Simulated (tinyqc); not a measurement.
# Worked calculation: bias-temperature instability, empirical power law with universal recovery

tinyqc, about 0.01 s, one thread, Intel Xeon 2.30GHz (shared host): `OMP_NUM_THREADS=1 python tinyqc.py 2070065 2070066 out.jsonl` Printed values are rounded.

Threshold-voltage shift at the end of a stress: dV = A (V/V0)^g exp[-(Ea q/kB)(1/T - 1/T0)] (t/1 s)^n. After a delay tr the permanent share pp stays and the rest falls by r = 1/(1 + B (tr/t)^be). An empirical model: its parameters are fits, not properties.

Values chosen for this exercise:
- V0 = 1.4 V (reference stress voltage)
- T0 = 373 K (reference temperature)
- A = 29 mV (shift after 1 s at V0 and T0)
- n = 0.19 (time exponent)
- g = 6.7 (voltage exponent)
- Ea = 0.15 eV (apparent activation energy of the shift)
- pp = 0.14 (permanent share)
- B = 3.4 (recovery scale)
- be = 0.23 (recovery dispersion)
- V = 1.08 V (use voltage)
- T = 328 K (use temperature)
- dc = 50 mV (failure criterion)
- tr = 1 s (delay before the measurement)

Constants: q = 1.602176634e-19 C, kB = 1.380649e-23 J/K. Results are converted to the units shown.

## Shift and lifetime at use conditions

The lifetime solves dV = dc; ten years are 3.15576e8 s.

voltage factor = 0.1757443
temperature factor = 0.5271617
shift after ten years = 110.6759 mV
lifetime = 0.1527 years
largest voltage for ten years = 0.9592214 V

The device fails: the shift at ten years is above dc. In time the voltage exponent is g/n = 35.3 and the activation energy Ea/n = 0.789 eV.

## What a delayed measurement sees

t, point 0 to 2 (s): [10, 100, 1000]

At V0 and T0, measured shift = dV [pp + (1 - pp) r]; the apparent exponent is the slope of ln(shift) against ln t between the first and last point.

```
point,dV (mV),share left,measured (mV)
0,44.91568,0.4264692,19.15515
1,69.56615,0.5346936,37.19658
2,107.7452,0.6476169,69.77763
```

apparent n = 0.2807153

The delay hides 35.2 % of the last shift and raises the exponent from 0.19 to 0.281, since short stresses recover by a larger share.
